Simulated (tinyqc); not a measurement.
## Off-state leakage of single and stacked transistors: subthreshold current against the height of the stack

n-channel devices of unit width. Subthreshold current I(Vg, Vs, Vd) = I0 (T/300 K)^0.5 exp[(Vg - Vs - VT(T) - gb (Vs - Vb) + dd (Vd - Vs))/(nf Vt)] (1 - exp(-(Vd - Vs)/Vt)), VT(T) = VT - cT (T - 300 K). Gate-edge tunnelling Ig (Vd/1 V) exp(ag (Vd - 1 V)), for a gate at 0 V, and band-to-band leakage Ab u exp(-Bb/u), u = Vd - Vb + 1 V, flow at a drain held at V; both are taken as independent of T. In a stack of off transistors (all gates at 0 V) the same subthreshold current passes through each.

All n gates at 0 V, bottom source at 0 V, top drain at V; node voltages follow from equal currents.

Values chosen for this exercise; values of the order met in bulk silicon logic transistors:
- T = 398 K (temperature)
- V = 0.8 V (supply voltage)
- VT = 0.46 V (threshold at 300 K, zero drain and body bias)
- cT = 0.6 mV/K (fall of the threshold with temperature)
- I0 = 0.9 uA/um (current at threshold at 300 K)
- nf = 1.31 (slope factor)
- dd = 0.07 (drain-induced lowering per volt)
- gb = 0.24 (rise of the threshold per volt of source-body bias)
- Vb = -0.3 V (body voltage)

Constants: q = 1.602176634e-19 C, kB = 1.380649e-23 J/K, Vt = kB T/q. Results are converted to the units shown.

Subthreshold current against the height of the stack:
columns A: n; B: I (nA/um); C: reduction factor; D: drain voltage of the bottom device (mV); E: source voltage of the top device (mV); F: voltage across the top device (V)
```
A          B       C       D       E        F
1   0.096133  1.0000  800.00       0  0.80000
2   0.022779  4.2203  49.384  49.384  0.75062
3   0.012832  7.4916  20.482  69.067  0.73093
4  0.0089242  10.772  13.044  81.523  0.71848
5  0.0068391  14.056  9.5822  90.650  0.70935
6  0.0055432  17.343  7.5754  97.855  0.70215
```

The second transistor cuts the current by a factor of 4.22, the third by a further 1.78 and the sixth by 1.23. The top device keeps 87.8 % of the supply at n = 6, while the drain voltage of the bottom one falls to 0.221 Vt.

Numbers from tinyqc (`OMP_NUM_THREADS=1 python tinyqc.py 2242169 2242170 out.jsonl`; about 0.04 s on one thread of a shared Intel Xeon 2.30GHz).
